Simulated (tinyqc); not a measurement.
Spin coating of a resist or spin-on film: centrifugal thinning, evaporation and the final thickness (Emslie and Meyerhofer models): one step, computed by the program tinyqc. Command: `OMP_NUM_THREADS=1 python tinyqc.py 3111786 3111787 out.jsonl spincoat walk`. One thread of a shared host (Intel(R) Xeon(R) Processor @ 2.30GHz), about 0.06 s of CPU time with the checks.

A Newtonian film stays uniform over the wafer; solvent and solids have the same density and the concentration is uniform through the thickness.

Question. Thinning without evaporation. dh/dt = -K h^3 gives h = h0/sqrt(1 + 2 K h0^2 t); for long times h = 1/sqrt(2 K t).

Inputs (values chosen for the exercise, of the order of those of a polymer resist in an ester solvent): starting thickness h0 = 100 micrometre; time t = 4.2 s.

flow constant K = 0.02194632 1/(micrometre^2 s)

Give: h(t) without evaporation; long-time form; time 1/(2 K h0^2).

Answer.

h(t) without evaporation = 2.3284 micrometre

long-time form = 2.3291 micrometre

time 1/(2 K h0^2) = 0.0022783 s

The long-time form is within 0.027 %: the starting thickness is forgotten. Caution: above a Reynolds number of about 3e5 the air flow near the rim turns turbulent, and evaporation is no longer uniform.
